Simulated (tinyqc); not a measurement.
## One-sided p+-n junction, ionisation integral and breakdown: multiplication against voltage

A p+ layer at x < 0 and an n drift layer from x = 0. Depletion approximation, built-in voltage neglected. Local ionisation coefficients alpha_n = an exp(-(bn/E)^mx), alpha_p = ap exp(-(bp/E)^mx). Electrons move towards +x, holes towards x = 0.

W = sqrt(2 eps0 eps_r V/(q N)), peak field E0 = q N W/(eps0 eps_r), falling linearly to 0 at W. G(x) = integral from 0 to x of (alpha_n - alpha_p); I_n = integral of alpha_n exp(-G) (electrons injected at x = 0), I_p = integral of alpha_p exp(G(end) - G) (holes injected at the far edge); M = 1/(1 - I). Integrals on a fine grid; BV is where I_n = 1. Here BV = 828.968 V; the Miller exponent is n = ln(1 - 1/M)/ln(V/BV).

Inputs (values chosen for the exercise); material values close to those of gallium arsenide:
```
symbol,value,unit,meaning
eps_r,12.7,,relative permittivity
an,3.12e5,1/cm,prefactor of the electron ionisation coefficient
bn,7.05e5,V/cm,field constant for electrons
ap,2.11e5,1/cm,prefactor of the hole ionisation coefficient
bp,6.9e5,V/cm,field constant for holes
mx,1.6,,exponent
N,2.7e14,cm^-3,donor density of the drift layer
```

Constants: q = 1.602176634e-19 C, eps0 = 8.8541878128e-14 F/cm where lengths are in cm. Results are converted to the units shown.

Results:

| V (V) | E0 (kV/cm) | I_n | I_p | M_n | M_p | Miller n, electrons | Miller n, holes |
|---|---|---|---|---|---|---|---|
| 332 | 160 | 0.00142 | 0.00143 | 1.00 | 1.00 | 7.16 | 7.16 |
| 414 | 178 | 0.0106 | 0.00998 | 1.01 | 1.01 | 6.55 | 6.64 |
| 497 | 196 | 0.0445 | 0.0405 | 1.05 | 1.04 | 6.08 | 6.27 |
| 580 | 211 | 0.131 | 0.117 | 1.15 | 1.13 | 5.69 | 6.01 |
| 663 | 226 | 0.303 | 0.272 | 1.44 | 1.37 | 5.34 | 5.83 |
| 763 | 242 | 0.663 | 0.623 | 2.97 | 2.65 | 4.95 | 5.71 |
| 796 | 247 | 0.822 | 0.794 | 5.63 | 4.85 | 4.82 | 5.69 |
| 817 | 251 | 0.933 | 0.921 | 15.0 | 12.6 | 4.74 | 5.68 |

Estimate the missing row, V = 713 V.

Computed row:

| V (V) | E0 (kV/cm) | I_n | I_p | M_n | M_p | Miller n, electrons | Miller n, holes |
|---|---|---|---|---|---|---|---|
| 713 | 234 | 0.461 | 0.420 | 1.85 | 1.72 | 5.14 | 5.76 |

With this row back in the table: M_n rises from 1.001 to 15.0 and M_p from 1.001 to 12.6; both diverge at BV. The Miller exponent for electrons falls from 7.16 to 4.74 and that for holes falls from 7.16 to 5.68, so one exponent describes neither over the whole range. The larger multiplication belongs to electrons, whose coefficient at the peak field of the last row is 1.24 times the other.

Numbers from tinyqc (`OMP_NUM_THREADS=1 python tinyqc.py 2120101 2120102 out.jsonl`; about 0.09 s on one thread of a shared Intel Xeon 2.30GHz).
